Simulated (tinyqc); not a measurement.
Inside a calculation: heavy doping: gap narrowing, degeneracy and the minority density. Values are carried at full precision from step to step, so a last printed digit may differ when a step is redone from the rounded ones.

Empirical narrowing (Slotboom form, constants chosen for the exercise; published fits of this form give the apparent narrowing, here it is taken as the true one): dEg = E0 [ln(N/N0) + sqrt(ln(N/N0)^2 + C)].

Constants: kB = 8.617333262e-05 eV/K; e^2/(4 pi eps0) = 14.39964547 eV angstrom.

Values chosen for the exercise (gap and densities of states near those of Si at this temperature; narrowing constants near the fits for Si; the results hold for these values, not for the real material): N = 1e+18 1/cm^3 (ionised donors, equal to the majority density); E0 = 6.9 meV (narrowing scale); N0 = 1.2e+17 1/cm^3 (onset density); C = 0.5 (smoothing constant); Nc = 2.13e+19 1/cm^3 (conduction-band density of states); Eg = 1.133 eV (gap); Nv = 8.52e+18 1/cm^3 (valence-band density of states); T = 250 K; eps = 11.8 (dielectric constant); Mv = 6 (majority valleys).

## Gap narrowing

Evaluate at N.

ln(N/N0) = 2.1203
dEg (empirical fit) = 30.05 meV

Well above N0 each decade of doping adds 2 E0 ln 10 = 31.8 meV.

## Degeneracy of the majority band

F_j(eta) = (1/Gamma(j + 1)) integral_0^infinity x^j dx/(1 + exp(x - eta)), which tends to exp(eta) for eta << 0.

Majority: N = Nc F_1/2(eta), eta the distance of EF beyond the majority band edge in kT. Degeneracy factor gam = F_1/2(eta)/exp(eta). ni0^2 = Nc Nv exp(-Eg/kT); product n p = ni0^2 gam exp(dEg/kT), dEg the true narrowing; apparent narrowing dEa = dEg + kT ln gam; minority density = n p/N.

Solve for eta and form gam.

N/Nc = 0.04695
eta = -3.0421
gam = 0.9835

## Product and minority density

Combine both effects.

ni0 = 5.12e+07 1/cm^3
exp(dEg/kT) = 4.03
dEa = 29.7 meV
sqrt(n p) = 1.02e+08 1/cm^3
minority density = 0.0104 1/cm^3

Narrowing multiplies the product by 4.03 and degeneracy by 0.984; together they change the minority density by a factor 3.97 against ni0^2/N.

## Two estimates of the size

Two physical estimates, e2 = e^2/(4 pi eps0), N in 1/angstrom^3: exchange shift at the Fermi level, Ex = (e2/eps) kF/pi with kF = (3 pi^2 N/Mv)^(1/3); screened-pair energy (Lanyon-Tuft), Es = (3/4)(e2/eps) qs with qs^2 = (4 pi e2 N/(eps kT)) F_-1/2(eta)/F_1/2(eta).

Evaluate both at N.

kF = 0.01703 1/angstrom
Ex = 6.61 meV
Es = 24.22 meV

Against the fitted dEg = 30.1 meV, Ex is 0.22 and Es 0.81 times as large; each keeps one mechanism only, and Ex assumes a strongly degenerate gas, while here eta is only -3.04.

## Checks

- Minority density against the Boltzmann occupation of the other band at the narrowed gap (1/cm^3): both 0.01040.

Run: tinyqc, `OMP_NUM_THREADS=1 python tinyqc.py 1650539 1650540 out.jsonl`; Intel(R) Xeon(R) Processor @ 2.30GHz, one thread, shared host; about 0.01 s of CPU time with all checks.
